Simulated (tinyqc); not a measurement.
Worked calculation: exciton in an atomically thin sheet (Rytova-Keldysh potential). Values are carried at full precision from step to step, so a last printed digit may differ when a step is redone from the rounded ones.

Constants: Ry = 13.60569312 eV; a0 (Bohr radius) = 0.5291772105 angstrom; hbar^2/2m0 = 3.80998211 eV angstrom^2; e^2/(4 pi eps0) = 14.39964547 eV angstrom.

Inputs chosen for the exercise (near those of a MoSe2 monolayer; the results hold for these values, not for the real material):
- me = 0.572 m0 (electron mass)
- mh = 0.624 m0 (hole mass)
- kap = 1 (mean dielectric constant of the surroundings)
- Eg = 2.138 eV (gap, in these surroundings)
- al = (0.00136, 0.00611, 0.0275) 1/angstrom^2 (exponents a_i)
- r0 = 53.6 angstrom (screening length of the sheet)

## Exciton units

1/mu = 1/me + 1/mh, Ry* = Ry mu/kap^2, a* = a0 kap/mu.

mu = 0.29843 m0
Ry* = 4060.412 meV
a* = 1.77 angstrom

## Hydrogen-like series

Binding Ry*/n^2 in three dimensions and Ry*/(n - 1/2)^2 in two; strengths relative to n = 1 go as 1/n^3 and (1/2)^3/(n - 1/2)^3. Lines at Eg less the binding.

Series:

| n | 3D binding (meV) | 3D line (eV) | 3D strength | 2D binding (meV) | 2D line (eV) | 2D strength |
|---|---|---|---|---|---|---|
| 1 | 4060.41 | -1.9224 | 1.0000 | 16241.65 | -14.1036 | 1.0000 |
| 2 | 1015.10 | 1.1229 | 0.1250 | 1804.63 | 0.3334 | 0.0370 |
| 3 | 451.16 | 1.6868 | 0.0370 | 649.67 | 1.4883 | 0.0080 |
| 4 | 253.78 | 1.8842 | 0.0156 | 331.46 | 1.8065 | 0.0029 |

The two-dimensional value exceeds the gap: with bare Coulomb screening the model fails here, and the screening of the sheet itself is needed.

## Overlap and kinetic matrices

Relative motion in the plane with V(k) = -2 pi q/(k (kap + r0 k)), q = e^2/(4 pi eps0), c = hbar^2/2m0. Normalised Gaussians exp(-a_i r^2): with A = a_i + a_j, S_ij = 2 sqrt(a_i a_j)/A, T_ij = (4c/mu)(a_i a_j/A) S_ij, V_ij = -q S_ij times the integral over k from 0 to infinity of exp(-k^2/4A)/(kap + r0 k).

Form S and T.

S, lower triangle:
```
         1        2        3
1  1.00000
2  0.77179  1.00000
3  0.42381  0.77134  1.00000
```

T (eV), lower triangle:
```
         1        2        3
1  0.03473
2  0.04384  0.15601
3  0.02805  0.19692  0.70216
```

## Potential matrix

Evaluate the integrals numerically.

V (eV), lower triangle:
```
          1         2         3
1  -0.45191
2  -0.43527  -0.62154
3  -0.30755  -0.57430  -0.80618
```

## Levels in the small basis

Solve (T + V) u = E S u; give the two lowest levels and the ground vector with u S u = 1 and its largest component positive.

levels (eV): -0.4784  -0.2132

ground vector: 0.343  0.650  0.085

## The converged series

Converged values use 20 Gaussians with exponents 2^i/b^2, i = -11 to 8, b the larger of a0 kap/(2 mu) and sqrt(a0 r0/mu), a0 = 0.5291772 angstrom; p states use r exp(i theta) exp(-a r^2).

Levels against the two-dimensional hydrogen series Ry*/(n - 1/2)^2; eps_n is the dielectric constant that would give each level in that series.

Series:

| state | binding (meV) | hydrogen (meV) | eps_n | Eg + E (eV) |
|---|---|---|---|---|
| 1s | 479.3 | 16241.6 | 5.82 | 1.659 |
| 2p | 286.5 | 1804.6 | 2.51 | 1.852 |
| 2s | 237.9 | 1804.6 | 2.75 | 1.900 |
| 3p | 175.8 | 649.7 | 1.92 | 1.962 |
| 3s | 152.4 | 649.7 | 2.06 | 1.986 |

eps_n falls from 5.82 (1s) to 2.06 (3s) towards kap = 1: larger orbits see less of the sheet. 2p is bound 48.6 meV more strongly than 2s, which pure Coulomb attraction keeps degenerate. The small basis misses the 1s binding by 0.9 meV.

## Checks

- 1s binding for r0 = 0 against 4 Ry*, meV: both 1.624e+04.
- 2p binding for r0 = 0 against 4 Ry*/9, meV: both 1805.

tinyqc: `OMP_NUM_THREADS=1 python tinyqc.py 1250593 1250594 out.jsonl`; about 0.01 s, one thread, shared Intel(R) Xeon(R) Processor @ 2.30GHz.
